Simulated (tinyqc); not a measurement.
# Small-signal admittance of a forward-biased p+-n diode: effect of the hole lifetime

Holes injected into a neutral base of width wb with an ohmic contact at its end; low injection, p0 far above the equilibrium density. A small voltage v exp(i w t), w = 2 pi f, modulates the edge density by p0 v/Vt, and the small-signal density obeys Dp d2p/dx2 = (1/tau + i w) p.

L = sqrt(Dp tau); direct current J = (q Dp p0/L) coth(wb/L); k = sqrt(1 + i w tau)/L; diffusion admittance Y = (q Dp p0/Vt) k coth(k wb) = G + i w C_diff; junction capacitance C_j = sqrt(q eps0 eps_r Nd/(2 Vr)) in the depletion approximation, with the remaining barrier Vr = Vt ln(Na/p0), a rough value under forward bias; base-width modulation is left out. Measured admittance 1/[Rs + 1/(Y + i w C_j)].

Parameters, values chosen for the exercise; permittivity close to that of gallium arsenide:
- T = 350 K (temperature)
- eps_r = 12.9 (relative permittivity)
- Nd = 3.3e16 cm^-3 (donor density of the base)
- Dp = 8.7 cm^2/s (hole diffusion coefficient)
- wb = 21 um (width of the neutral base)
- p0 = 9.2e12 cm^-3 (excess hole density at the junction edge)
- Na = 5e19 cm^-3 (acceptor density of the p+ side)
- Rs = 0.006 ohm cm^2 (series resistance)
- f = 26000 Hz (signal frequency)

Constants: q = 1.602176634e-19 C, kB = 1.380649e-23 J/K, Vt = kB T/q, eps0 = 8.8541878128e-14 F/cm where lengths are in cm. Results are converted to the units shown.

The same in every row: C_j (uF/cm^2) = 0.08035.

Results:
```
tau (s)	w tau	G (S/cm^2)	C_diff (uF/cm^2)	measured G (S/cm^2)	measured C (uF/cm^2)	phase of the measured Y (degrees)
3e-9	4.901e-4	2.632	0.003948	2.591	0.08169	0.2951
1e-8	0.001634	1.442	0.007207	1.429	0.08606	0.5636
3e-7	0.04901	0.3054	0.02802	0.3049	0.1080	3.311
1e-6	0.1634	0.2356	0.03205	0.2353	0.1121	4.450
6e-6	0.9802	0.2082	0.03383	0.2079	0.1139	5.114
3e-5	4.901	0.2036	0.03413	0.2034	0.1142	5.241
```

Estimate the missing row, tau = 6e-8 s.

Computed row:
```
tau (s)	w tau	G (S/cm^2)	C_diff (uF/cm^2)	measured G (S/cm^2)	measured C (uF/cm^2)	phase of the measured Y (degrees)
6e-8	0.009802	0.5920	0.01714	0.5899	0.09680	1.535
```

With this row back in the table: As tau goes from 3e-9 to 3e-5, G falls from 2.63 to 0.204 S/cm^2, C_diff rises from 0.00395 to 0.0341 uF/cm^2 and the measured C rises from 0.0817 to 0.114 uF/cm^2. C_diff stays below C_j.

Program tinyqc, `OMP_NUM_THREADS=1 python tinyqc.py 2890183 2890184 out.jsonl`; Intel Xeon 2.30GHz, shared host, one thread, about 0.01 s.
